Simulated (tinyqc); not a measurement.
Inside a calculation. Method: Luttinger-Kohn k.p, four valence bands. One step of it, computed by the program tinyqc.

Problem. Hole masses. E = c [g1 k^2 -/+ 2 sqrt(g2^2 k^4 + 3 (g3^2 - g2^2)(kx^2 ky^2 + ky^2 kz^2 + kz^2 kx^2))] with c = hbar^2/2m, and m* = hbar^2 k^2 / (2 E).

Luttinger parameters chosen for this model; energies are counted downward from the top of the valence band:
```
parameter      value  unit
g1         18.000000
g2          6.620000
g3          7.330000
```

Give: Masses.

Solution.

Masses (electron masses):
```
direction   heavy   light
[100]      0.2101  0.0320
[110]      0.2716  0.0309
[111]      0.2994  0.0306
```
